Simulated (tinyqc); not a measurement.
CIS and TDHF on RHF in the sto-6g basis, for H2, spin multiplicity 1, step by step. One step of it, computed by the program tinyqc.

Task: CIS matrix, singlets. A(ia,jb) = (e_a - e_i) d_ij d_ab + 2 (ia|jb) - (ij|ab).

orbital energies (hartree): MO1 -0.559515, MO2 0.610911

Two-electron integrals over orbitals (pq|rs), unique and non-zero (hartree):
```
p,q,r,s,(pq|rs)
1,1,1,1,0.663636
2,1,2,1,0.184809
2,2,1,1,0.654401
2,2,2,2,0.688446
```

Give: CIS matrix A, singlet.

Result:

CIS matrix A, singlet (hartree):
```
,1>2
1>2,0.886
```
